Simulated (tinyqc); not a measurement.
# Punch-through p+-n junction, ionisation integral and breakdown: what changes with what

A p+ layer at x < 0 and an n drift layer from x = 0 to L on an n+ substrate. Depletion approximation, built-in voltage neglected. Local ionisation coefficients alpha_n = an exp(-(bn/E)^mx), alpha_p = ap exp(-(bp/E)^mx). Electrons move towards +x, holes towards x = 0.

Inputs (values chosen for the exercise); material values close to those of gallium nitride:

| symbol | value | unit | meaning |
|---|---|---|---|
| eps_r | 9.56 |  | relative permittivity |
| an | 2.75e8 | 1/cm | prefactor of the electron ionisation coefficient |
| bn | 3.59e7 | V/cm | field constant for electrons |
| ap | 1.33e8 | 1/cm | prefactor of the hole ionisation coefficient |
| bp | 2.04e7 | V/cm | field constant for holes |
| mx | 1 |  | exponent |
| mu | 956 | cm^2/(V s) | electron mobility of the drift layer |
| N | 1.1e15 | cm^-3 | donor density of the drift layer |
| L | 29 | um | thickness of the drift layer |

Constants: q = 1.602176634e-19 C, eps0 = 8.8541878128e-14 F/cm where lengths are in cm. Results are converted to the units shown.

Each table varies one quantity; the others keep the values above.

## Multiplication against voltage

W = sqrt(2 eps0 eps_r V/(q N)), peak field E0 = q N W/(eps0 eps_r), falling linearly to 0 at W; if W > L the layer is punched through: W = L, E0 = V/L + q N L/(2 eps0 eps_r), falling linearly to E1 = V/L - q N L/(2 eps0 eps_r). G(x) = integral from 0 to x of (alpha_n - alpha_p); I_n = integral of alpha_n exp(-G) (electrons injected at x = 0), I_p = integral of alpha_p exp(G(end) - G) (holes injected at the far edge); M = 1/(1 - I). Integrals on a fine grid; BV is where I_n = 1. Here BV = 5287.62 V; the Miller exponent is n = ln(1 - 1/M)/ln(V/BV).

Multiplication against voltage:

| V (V) | E0 (kV/cm) | I_n | I_p | M_n | M_p | Miller n, electrons | Miller n, holes |
|---|---|---|---|---|---|---|---|
| 2640 | 1.21e3 | 6.99e-9 | 0.00203 | 1.00 | 1.00 | 27.0 | 8.93 |
| 3170 | 1.40e3 | 4.48e-7 | 0.0238 | 1.00 | 1.02 | 28.6 | 7.31 |
| 3700 | 1.58e3 | 1.18e-5 | 0.152 | 1.00 | 1.18 | 31.8 | 5.27 |
| 4230 | 1.76e3 | 1.98e-4 | 0.539 | 1.00 | 2.17 | 38.2 | 2.77 |
| 4550 | 1.87e3 | 0.00115 | 0.820 | 1.00 | 5.57 | 45.1 | 1.32 |
| 4860 | 1.98e3 | 0.00929 | 0.968 | 1.01 | 30.9 | 55.5 | 0.391 |
| 5080 | 2.05e3 | 0.0711 | 0.996 | 1.08 | 227 | 66.0 | 0.110 |
| 5210 | 2.10e3 | 0.337 | 0.999 | 1.51 | 1.45e3 | 73.6 | 0.0466 |

What does the comparison show?

M_n rises from 1.000 to 1.51 and M_p from 1.002 to 1450; both diverge at BV. The Miller exponent for electrons rises from 27.0 to 73.6 and that for holes falls from 8.93 to 0.0466, so one exponent describes neither over the whole range. The larger multiplication belongs to holes, whose coefficient at the peak field of the last row is 781 times the other.

## Effect of the drift doping

Same model as above.

Specific on-resistance Ron = L/(q mu N) with constant mobility and full ionisation.

Results:

| N (cm^-3) | BV (V) | E0 at BV (kV/cm) | W at BV (um) | Ron (mohm cm^2) | BV^2/Ron (MW/cm^2) | eps0 eps_r mu E0^3/4 (MW/cm^2) |
|---|---|---|---|---|---|---|
| 9.2e13 | 5.46e3 | 1.91e3 | 29.0 | 206 | 145 | 1.40e3 |
| 3.4e14 | 5.45e3 | 1.97e3 | 29.0 | 55.7 | 534 | 1.55e3 |
| 6.5e14 | 5.41e3 | 2.04e3 | 29.0 | 29.1 | 1.01e3 | 1.73e3 |
| 1.2e15 | 5.25e3 | 2.14e3 | 29.0 | 15.8 | 1.75e3 | 1.98e3 |
| 2.4e15 | 4.66e3 | 2.27e3 | 29.0 | 7.89 | 2.75e3 | 2.35e3 |
| 4.6e15 | 3.30e3 | 2.40e3 | 27.5 | 4.12 | 2.64e3 | 2.78e3 |
| 8.8e15 | 1.94e3 | 2.54e3 | 15.3 | 2.15 | 1.74e3 | 3.32e3 |

Estimate the missing row, N = 1.8e14 cm^-3.

Computed row:

| N (cm^-3) | BV (V) | E0 at BV (kV/cm) | W at BV (um) | Ron (mohm cm^2) | BV^2/Ron (MW/cm^2) | eps0 eps_r mu E0^3/4 (MW/cm^2) |
|---|---|---|---|---|---|---|
| 1.8e14 | 5.46e3 | 1.93e3 | 29.0 | 105 | 283 | 1.46e3 |

With this row back in the table: BV falls from 5460 to 1940 V while the critical field rises from 1910 to 2540 kV/cm. BV goes as N^(0.00) between the first two rows and N^(-0.82) between the last two (a coefficient proportional to E^7 gives -0.75 without punch-through). BV^2/Ron goes from 145 through a maximum of 2750 (at N = 2.4e15 among the rows listed) to 1740 MW/cm^2; the layer is punched through at breakdown in 6 of the 8 rows.

## Effect of the drift thickness

Same model as above.

The value eps0 eps_r mu E0^3/4 holds for a triangular field; a layer that punches through can exceed it.

Result of one run:

| L (um) | BV (V) | E0 at BV (kV/cm) | W at BV (um) | Ron (mohm cm^2) | BV^2/Ron (MW/cm^2) | eps0 eps_r mu E0^3/4 (MW/cm^2) |
|---|---|---|---|---|---|---|
| 37 | 6.44e3 | 2.12e3 | 37.0 | 22.0 | 1.89e3 | 1.94e3 |

What becomes of these results when the thickness of the drift layer L is changed from 37 to 120 um, all else the same?

Result of the changed run:

| L (um) | BV (V) | E0 at BV (kV/cm) | W at BV (um) | Ron (mohm cm^2) | BV^2/Ron (MW/cm^2) | eps0 eps_r mu E0^3/4 (MW/cm^2) |
|---|---|---|---|---|---|---|
| 120 | 1.08e4 | 2.12e3 | 102 | 71.2 | 1.65e3 | 1.94e3 |

The whole series:

| L (um) | BV (V) | E0 at BV (kV/cm) | W at BV (um) | Ron (mohm cm^2) | BV^2/Ron (MW/cm^2) | eps0 eps_r mu E0^3/4 (MW/cm^2) |
|---|---|---|---|---|---|---|
| 15 | 2.97e3 | 2.14e3 | 15.0 | 8.90 | 994 | 1.98e3 |
| 21 | 4.01e3 | 2.13e3 | 21.0 | 12.5 | 1.29e3 | 1.95e3 |
| 28 | 5.13e3 | 2.13e3 | 28.0 | 16.6 | 1.59e3 | 1.94e3 |
| 37 | 6.44e3 | 2.12e3 | 37.0 | 22.0 | 1.89e3 | 1.94e3 |
| 50 | 8.02e3 | 2.12e3 | 50.0 | 29.7 | 2.17e3 | 1.94e3 |
| 67 | 9.56e3 | 2.12e3 | 67.0 | 39.8 | 2.30e3 | 1.94e3 |
| 90 | 1.07e4 | 2.12e3 | 90.0 | 53.4 | 2.14e3 | 1.94e3 |
| 120 | 1.08e4 | 2.12e3 | 102 | 71.2 | 1.65e3 | 1.94e3 |
| 160 | 1.08e4 | 2.12e3 | 102 | 95.0 | 1.24e3 | 1.94e3 |

BV rises from 2970 to 10800 V and saturates once L exceeds the free depleted width of 102 um, while Ron keeps rising as L. BV^2/Ron goes from 994 through a maximum of 2300 (at L = 67 um among the rows listed) to 1240 MW/cm^2. The best row has L = 0.66 of that width: the last part of the triangle adds little voltage but its full share of resistance.

Program tinyqc, `OMP_NUM_THREADS=1 python tinyqc.py 2120118 2120119 out.jsonl`; Intel Xeon 2.30GHz, shared host, one thread, about 0.2 s.
